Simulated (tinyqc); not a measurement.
## Electron mobility in a silicon inversion layer, empirical terms and Matthiessen rule: effect of the temperature

Inversion layer of sheet density Ns on a uniformly doped body. The mobility terms are empirical power laws with prefactors chosen for the exercise; adding their inverses (Matthiessen) is itself an approximation.

Nc and Nv are given at 300 K and scale as (T/300 K)^1.5; Eg is fixed. ni = sqrt(Nc Nv) exp(-Eg/(2 Vt)), Eg in volts; Ndep = sqrt(2 eps0 eps_r Nb (2 Vt ln(Nb/ni) + Vsb)/q); E = q (Ndep + eta Ns)/(eps0 eps_r), in MV/cm. With t = T/(300 K): muC = Ac (Ns/1e12 cm^-2) t/(Nb/1e17 cm^-3 + Nit/1e11 cm^-2), muP = Ap E^(-1/3) t^(-1.75), muS = As E^(-gs); 1/mu is the sum of the inverses.

Inputs (values chosen for the exercise); material values close to those of silicon: band gap Eg = 1.12 eV; relative permittivity of the semiconductor eps_r = 11.5; conduction-band density of states at the reference temperature Nc = 2.83e19 cm^-3; valence-band density of states at the reference temperature Nv = 2.64e19 cm^-3; body doping Nb = 9.3e16 cm^-3; reverse body bias Vsb = 1 V; weight of the inversion charge in the effective field eta = 0.5; phonon-limited mobility at 1 MV/cm and 300 K Ap = 385 cm^2/(V s); roughness-limited mobility at 1 MV/cm As = 919 cm^2/(V s); exponent of the roughness term gs = 2; Coulomb prefactor Ac = 2300 cm^2/(V s); charge at the interface Nit = 1.6e11 cm^-2; inversion density Ns = 2.2e12 cm^-2.

Constants: q = 1.602176634e-19 C, kB = 1.380649e-23 J/K, Vt = kB T/q, eps0 = 8.8541878128e-14 F/cm where lengths are in cm. Results are converted to the units shown.

Result of one run:
```
T (K)  E (MV/cm)  muC (cm^2/(V s))  muP (cm^2/(V s))  muS (cm^2/(V s))  mu (cm^2/(V s))
160       0.4144              1067              1551              5352            565.3
```

What becomes of these results when the temperature T is changed from 160 to 200 K, all else the same?

Result of the changed run:
```
T (K)  E (MV/cm)  muC (cm^2/(V s))  muP (cm^2/(V s))  muS (cm^2/(V s))  mu (cm^2/(V s))
200       0.4117              1333              1052              5423            530.6
```

The whole series:
```
T (K)  E (MV/cm)  muC (cm^2/(V s))  muP (cm^2/(V s))  muS (cm^2/(V s))  mu (cm^2/(V s))
120       0.4169             800.0              2562              5288            546.6
160       0.4144              1067              1551              5352            565.3
200       0.4117              1333              1052              5423            530.6
250       0.4081              1667             714.1              5519            458.4
300       0.4043              2000             520.7              5623            384.9
350       0.4002              2333             398.9              5737            321.6
400       0.3960              2667             316.9              5859            270.2
450       0.3916              3000             258.8              5992            229.2
```

As T goes from 120 to 450 K, E falls from 0.417 to 0.392 MV/cm and mu goes from 547 through a maximum of 565 (at T = 160 K among the rows listed) to 229 cm^2/(V s). The smallest term is the Coulomb one in the first row and the phonon one in the last. Coulomb scattering weakens and phonon scattering grows with T, hence the maximum. For T = 120 to 160 K dopant freeze-out and degenerate screening, left out here, matter.

Numbers from tinyqc (`OMP_NUM_THREADS=1 python tinyqc.py 2510021 2510022 out.jsonl`; about 0.01 s on one thread of a shared Intel Xeon 2.30GHz).
